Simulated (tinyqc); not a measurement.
G0W0 on RHF in the 6-311g basis, for He, spin multiplicity 1, step by step. One step of it, computed by the program tinyqc.

Question. Iteration 1: building the Fock matrix. J_ij = sum D_kl (ij|kl), K_ij = sum D_kl (ik|jl); F = H + J - 0.5 K; E = tr D H + tr D J / 2 - 0.25 tr D K + E_nn.

D at the start, lower triangle:
```
           1He 1s    1He 2s    1He 3s
1He 1s   0.010810
1He 2s  -0.100892  0.941623
1He 3s  -0.062010  0.578736  0.355701
```

core Hamiltonian H = T + V (hartree), lower triangle:
```
           1He 1s     1He 2s     1He 3s
1He 1s  -0.449189
1He 2s  -2.025351  -1.672714
1He 3s  -1.309466  -1.363028  -1.211479
```

Two-electron integrals (ij|kl) in chemists' order, unique and non-zero (hartree):
```
(11|11) 2.395117   (21|11) 1.347337   (21|21) 0.798707   (22|11) 1.358411
(22|21) 0.863847   (22|22) 1.054927   (31|11) 0.614121   (31|21) 0.368625
(31|22) 0.406802   (31|31) 0.170715   (32|11) 0.842709   (32|21) 0.547009
(32|22) 0.700418   (32|31) 0.259418   (32|32) 0.476676   (33|11) 0.767030
(33|21) 0.510236   (33|22) 0.697580   (33|31) 0.244176   (33|32) 0.494732
(33|33) 0.558022
```

nuclear repulsion = 0 hartree

Give: Coulomb J; exchange K; Fock matrix F; total energy of this density.

Answer.

Coulomb J (hartree), lower triangle:
```
        1He 1s  1He 2s  1He 3s
1He 1s   2.205
1He 2s   1.436   1.842
1He 3s   0.681   1.254   1.303
```

exchange K (hartree), lower triangle:
```
        1He 1s  1He 2s  1He 3s
1He 1s   0.917
1He 2s   1.180   1.740
1He 3s   0.874   1.375   1.139
```

Fock matrix F (hartree), lower triangle:
```
        1He 1s  1He 2s  1He 3s
1He 1s   1.297
1He 2s  -1.179  -0.701
1He 3s  -1.065  -0.797  -0.478
```

total energy of this density = -2.19269 hartree
